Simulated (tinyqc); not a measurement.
Field-effect mobility of a thin-film transistor with band-tail and deep states (multiple trapping). Changing the tail density at the edge g_t. Computed by tinyqc, a small Python program. Command: `OMP_NUM_THREADS=1 python tinyqc.py 3028545 3028546 out.jsonl tft sweep`. One thread of a shared host (Intel(R) Xeon(R) Processor @ 2.30GHz), about 0.2 s of CPU time with the checks.

A thick film in accumulation at small drain voltage. Only free electrons move; trapped ones still screen the gate. N_c and mu_0 are held fixed when T changes, leaving out the T^(3/2) growth of N_c. x = E_0 - psi is the distance of the Fermi level below the band edge.

Inputs (values chosen for the exercise, modelled on amorphous silicon):

| quantity | value | unit |
|---|---|---|
| permittivity eps | 11.8 | - |
| effective density of states N_c | 2.1e+20 | 1/cm^3 |
| band mobility mu_0 | 11 | cm^2/(V s) |
| tail width E_t | 28 | meV |
| flat-band Fermi level below the edge, E_0 | 0.45 | eV |
| equivalent oxide thickness t | 21 | nm |
| surface band bending psi_s as a fraction of E_0 | 0.62 | - |
| temperature T | 300 | K |

Deep states: none.

Constants: k_B = 8.617333262e-05 eV/K; e = 1.602176634e-19 C; eps_0 = 8.8541878128e-12 F/m.

Method:
- F_j(eta) = int_0^infinity x^j/(1 + exp(x - eta)) dx, without a gamma-function factor.
- Integrals over x = E/(k_B T) use 160 Gauss-Legendre points in u = sqrt(x) from 0 to sqrt(max(eta, 0) + 32).
- Free n(x) = N_c (2/sqrt(pi)) F_1/2(-x/k_B T), with F_1/2 from its two-term series in exp(-x/k_B T) for x >= 12 k_B T; tail n_t(x) = int_0^1.2eV g_t exp(-E/E_t)/(1 + exp((x - E)/k_B T)) dE, E counted down from the edge, 120 Gauss-Legendre points; space charge rho(psi) = n + n_t less its value at psi = 0.
- Poisson: F(psi) = sqrt((2 e/(eps eps_0)) int_0^psi rho dpsi'); V_G - V_FB = psi_s + eps F(psi_s) t/3.9; free sheet density N_f = int (n - n(E_0))/F dpsi; induced sheet density N_i = eps eps_0 F(psi_s)/e; trapezoid rule on 301 even points in psi, the first interval left out of N_f.
- mu_eff = mu_0 N_f/N_i; field-effect mobility mu_FE = mu_0 e (dN_f/dV_G)/C_ox and swing S = dV_G/dlog10(N_f), by a central difference of +/- 2 mV in psi_s; C_ox = 3.9 eps_0/t.

One run for each value:

| tail density at the edge g_t (1/(eV cm^3)) | effective mobility mu_eff (cm^2/(V s)) | V_G - V_FB (V) | swing S (mV/decade) | induced sheet density N_i (1/cm^2) |
|---|---|---|---|---|
| 9.20e+19 | 9.626 | 0.597 | 821 | 3.261e+11 |
| 2.50e+20 | 7.943 | 0.625 | 846 | 3.549e+11 |
| 6.60e+20 | 5.481 | 0.689 | 918 | 4.206e+11 |
| 1.80e+21 | 2.953 | 0.829 | 1113 | 5.645e+11 |
| 4.80e+21 | 1.335 | 1.089 | 1514 | 8.316e+11 |
| 3.40e+22 | 0.211 | 2.304 | 3502 | 2.079e+12 |
| 9.20e+22 | 0.079 | 3.588 | 5631 | 3.396e+12 |

Give the missing row, tail density at the edge g_t (1/(eV cm^3)) = 1.30e+22.

Computed row; columns: (1) tail density at the edge g_t (1/(eV cm^3)); (2) effective mobility mu_eff (cm^2/(V s)); (3) V_G - V_FB (V); (4) swing S (mV/decade); (5) induced sheet density N_i (1/cm^2):
```
(1)         (2)    (3)   (4)        (5)
1.30e+22  0.535  1.553  2265  1.308e+12
```

Interpolating between the two neighbouring rows (the first column on a logarithmic scale, the others too where they are positive) misses most in V_G - V_FB (V), by 2.7 %. Over the rows, effective mobility mu_eff (cm^2/(V s)) falls from 9.63 to 0.0790 (exponent d ln y / d ln x -0.19 between the first rows and -0.99 between the last); V_G - V_FB (V) rises from 0.597 to 3.59 (exponent d ln y / d ln x 0.046 between the first rows and 0.44 between the last); swing S (mV/decade) rises from 821 to 5630 (exponent d ln y / d ln x 0.029 between the first rows and 0.48 between the last). At the high end the exponent of effective mobility mu_eff is -0.99, close to -1: the tail holds nearly all the charge. At the high end the exponent of induced sheet density N_i is 0.49, close to 0.50: the field grows as the square root of the space charge.
